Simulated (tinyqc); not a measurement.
Raising U: Hubbard ring of 6 sites, mean field against exact. Computed by the program tinyqc. Collinear unrestricted mean field (the lowest of 40 random starts) against exact diagonalisation.

one-body matrix (hopping and site energies) (eV):
```
,1,2,3,4,5,6
1,-0.0100,-1.3800,0.0000,0.0000,0.0000,-1.3800
2,-1.3800,0.3000,-1.3800,0.0000,0.0000,0.0000
3,0.0000,-1.3800,0.5700,-1.3800,0.0000,0.0000
4,0.0000,0.0000,-1.3800,-0.4000,-1.3800,0.0000
5,0.0000,0.0000,0.0000,-1.3800,-0.5600,-1.3800
6,-1.3800,0.0000,0.0000,0.0000,-1.3800,-0.4500
```

electrons, up and down: 3  3

Exact and mean-field results (eV):
```
U,U/t,E exact,E mean field,mean |n_up - n_down|,"double occupancy, exact",first gap in the sector
0.6900,0.5000,-10.714027,-10.680419,0.0000,0.2364,2.4360
1.3800,1.0000,-9.770503,-9.635368,0.0000,0.2194,2.2750
2.7600,2.0000,-8.098624,-7.549603,0.0000,0.1841,1.8393
4.1400,3.0000,-6.725136,-5.643115,0.5344,0.1476,1.4170
5.5200,4.0000,-5.648498,-4.489071,0.7526,0.1132,1.0792
8.2800,6.0000,-4.218023,-3.245773,0.8904,0.0644,0.6742
11.0400,8.0000,-3.381970,-2.592238,0.9381,0.0394,0.4826
16.5600,12.0000,-2.483417,-1.921641,0.9723,0.0186,0.3132
27.6000,20.0000,-1.726807,-1.376181,0.9900,0.0070,0.1877
```

What does the comparison show, and why?

In absolute terms mean field is worst at U/t = 4.0, 1.159 eV too high: at small U it is nearly exact, and at large U it misses only exchange-scale energies. Its local moments set in at U/t = 3.0 of those listed, a broken symmetry that the exact state of a finite cluster with equal spins does not have. Relative to the exact energy its error is 0.3 % at the smallest U, 23 % at most and 20 % at the largest. The double occupancy falls from 0.236 to 0.007.
